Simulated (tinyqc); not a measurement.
Composition and strain of an epitaxial Si(1-x)Ge(x) layer from Raman and X-ray peaks: one step, computed by the program tinyqc.

A (001) layer, biaxially strained in the plane. The Raman peaks follow empirical lines omega = w0 + c1 x + c3 x^3 + b eps (c3 for Si-Ge alone), with eps the in-plane strain.

Question. Raman peaks. Insert x and eps in the three lines; the strain part is b eps.

Inputs (values chosen for the exercise, modelled on silicon-germanium):
```
quantity                     value  unit
Ge fraction x                 0.74     -
Si-Si: w0                    520.4  1/cm
Si-Si: c1                    -67.7  1/cm
Si-Si: strain coefficient b   -757  1/cm
Si-Ge: w0                    400.2  1/cm
Si-Ge: c1                     23.7  1/cm
Si-Ge: c3                    -32.9  1/cm
Si-Ge: strain coefficient b   -545  1/cm
Ge-Ge: w0                    280.2  1/cm
Ge-Ge: c1                     19.7  1/cm
Ge-Ge: strain coefficient b   -444  1/cm
```

Substrate: silicon.

in-plane strain eps = -7.848275 per mille

Give: Si-Si peak; Si-Ge peak; Ge-Ge peak; strain parts.

Answer.

Si-Si peak = 476.2 1/cm

Si-Ge peak = 408.7 1/cm

Ge-Ge peak = 298.3 1/cm

strain parts (1/cm): Si-Si 5.941, Si-Ge 4.277, Ge-Ge 3.485

Read as unstrained, the Si-Si peak would give x = 0.652 in place of 0.74.
